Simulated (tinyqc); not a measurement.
## Trap density from the barrier height

Problem. In a partly depleted grain with all boundary traps filled, 2 N W = Qt and VB = q N W^2/(2 eps0 eps_r). Find Qt, W and the doping at which VB would equal Vt.

Parameters, values chosen for the exercise:
- T = 350 K (temperature)
- eps_r = 11.7 (relative permittivity)

Constants: q = 1.602176634e-19 C, kB = 1.380649e-23 J/K, Vt = kB T/q, eps0 = 8.8541878128e-14 F/cm where lengths are in cm. Results are converted to the units shown.

doping = 1.7e18 cm^-3
barrier height = 0.16421170 V

Solution. Eliminating W gives VB = q Qt^2/(8 eps0 eps_r N), which falls as 1/N.

Qt = 3.800e12 cm^-2
W = 11.18 nm
doping for VB = Vt = 9.256e18 cm^-3

Program tinyqc, `OMP_NUM_THREADS=1 python tinyqc.py 2830207 2830208 out.jsonl`; Intel Xeon 2.30GHz, shared host, one thread, about 0.01 s.
